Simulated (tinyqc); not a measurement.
From a target level to the width: type-II superlattice in the two-band Kane model. Four cases, with inputs chosen for the exercise.

Problem. Which width a puts the bottom of C1 at the energy below?

Motion along the axis, period d = a + b, c = hbar^2/2m0. Conduction and light-hole bands couple: (E - Ec)(E - Ev) = Ep c k^2 in each layer, with mass m(E) = (E - Ev)/Ep, which may be negative. The conduction envelope psi and psi'/m(E) are continuous; a layer carries them by [[cos kt, (m/k) sin kt], [-(k/m) sin kt, cos kt]] (cosh and sinh for k^2 < 0), and cos(q d) = tr(M_B M_A)/2. C1 is the first miniband above EvB, with its bottom at tr/2 = +1 and its top at -1; the gap is the bottom of C1 less the top heavy-hole level HH1.

Constants: hbar^2/2m0 = 3.80998211 eV angstrom^2.

Find: k in A; kappa in B; a.

Method. At q = 0 the state is even in both layers: (k/m_A) tan(k a/2) = (kappa/m_B) tanh(kappa b/2) with the masses at that energy; the first branch of the arctangent gives a.

Case 1.

Values chosen (near those of an InAs/GaSb superlattice; shifted at random, so the results belong to these values and not to a real crystal): b = 51 angstrom (layer B); EcA = 0 eV (conduction edge of A); EvA = -0.415 eV (valence edge of A); EcB = 0.927 eV (conduction edge of B); EvB = 0.122 eV (valence edge of B); EpA = 14.1 eV (coupling energy in A); EpB = 17.7 eV (coupling energy in B).

bottom of C1 = 0.306124 eV

Solution.

k in A = 0.06410 1/angstrom
kappa in B = 0.04117 1/angstrom
a = 37.0 angstrom

Case 2.

Values chosen (near those of an InAs/GaSb superlattice; shifted at random, so the results belong to these values and not to a real crystal): b = 38 angstrom (layer B); EcA = 0 eV (conduction edge of A); EvA = -0.425 eV (valence edge of A); EcB = 0.956 eV (conduction edge of B); EvB = 0.152 eV (valence edge of B); EpA = 14.6 eV (coupling energy in A); EpB = 17.7 eV (coupling energy in B).

bottom of C1 = 0.226552 eV

Solution.

k in A = 0.05151 1/angstrom
kappa in B = 0.02840 1/angstrom
a = 48.0 angstrom

Case 3.

Values chosen (near those of an InAs/GaSb superlattice; shifted at random, so the results belong to these values and not to a real crystal): b = 27 angstrom (layer B); EcA = 0 eV (conduction edge of A); EvA = -0.422 eV (valence edge of A); EcB = 0.932 eV (conduction edge of B); EvB = 0.117 eV (valence edge of B); EpA = 14.6 eV (coupling energy in A); EpB = 17.9 eV (coupling energy in B).

bottom of C1 = 0.375425 eV

Solution.

k in A = 0.07336 1/angstrom
kappa in B = 0.04592 1/angstrom
a = 25.0 angstrom

Case 4.

Values chosen (near those of an InAs/GaSb superlattice; shifted at random, so the results belong to these values and not to a real crystal): b = 46 angstrom (layer B); EcA = 0 eV (conduction edge of A); EvA = -0.41 eV (valence edge of A); EcB = 0.961 eV (conduction edge of B); EvB = 0.159 eV (valence edge of B); EpA = 14.3 eV (coupling energy in A); EpB = 17.7 eV (coupling energy in B).

bottom of C1 = 0.260567 eV

Solution.

k in A = 0.05663 1/angstrom
kappa in B = 0.03248 1/angstrom
a = 44.0 angstrom

Computed by tinyqc, one run a case: `OMP_NUM_THREADS=1 python tinyqc.py N N+1 out.jsonl` with N = 1250209, 1250221, 1250235, 1250374; one thread of a shared Intel(R) Xeon(R) Processor @ 2.30GHz, about 2 s a run at most.
